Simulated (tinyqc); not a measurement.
Formation energy of a charged point defect from supercell energies: one step, computed by the program tinyqc. Command: `OMP_NUM_THREADS=1 python tinyqc.py 3003853 3003854 out.jsonl formation walk`. One thread of a shared host (Intel(R) Xeon(R) Processor @ 2.30GHz), about 0.01 s of CPU time with the checks.

The host is a compound AB. Making the defect adds n_A = -1, n_B = 0, n_X = 1 atoms to the cell. All total energies are inputs. E_F is counted from the valence-band maximum (VBM); x = 0 is A-rich and x = 1 B-rich growth.

Problem. Concentrations at the given E_F and T. E_f(q, E_F) = E_f(q, 0) + q E_F. c_q = N_s exp(-E_f(q, E_F)/k_B T), with all degeneracy factors one and no vibrational entropy.

Inputs (values chosen for the exercise, for a model compound AB):
```
quantity                   value      unit
gap E_g                     3.31        eV
dielectric constant eps       10         -
cell length L               15.7  angstrom
Fermi level E_F              2.8        eV
temperature T               1400         K
site density N_s         3.8e+22     cm^-3
```

Defect: impurity X on an A site. Supercell lattice: sc.

charge states q: 0  -1  -2  -3

E_f(q, 0) (eV): (q=0) 5.151000, (q=-1) 6.120115, (q=-2) 6.569460, (q=-3) 8.688034

Constants: k_B = 8.617333262e-05 eV/K.

Give: Charge states; lowest formation energy; total concentration; mean charge.

Solution.

Charge states:
```
q   E_f (eV)  c_q (cm^-3)      share
0      5.151    1.089e+04  3.109e-18
-1     3.320    4.245e+10  1.212e-11
-2     0.969    1.230e+19  3.511e-03
-3     0.288    3.491e+21  9.965e-01
```

lowest formation energy = 0.2880 eV

total concentration = 3.503e+21 cm^-3

mean charge = -2.996 e

State -3 holds 99.6 % of the defects. Caution: the largest image-charge correction in these energies, q^2 alpha e^2/(8 pi eps_0 eps L) with alpha = 2.837297, exceeds a quarter of the gap; the point-charge term alone is then a rough estimate, usually too large for a charge that is spread out. Caution: more than 1 % of the sites are defective, beyond the dilute limit.
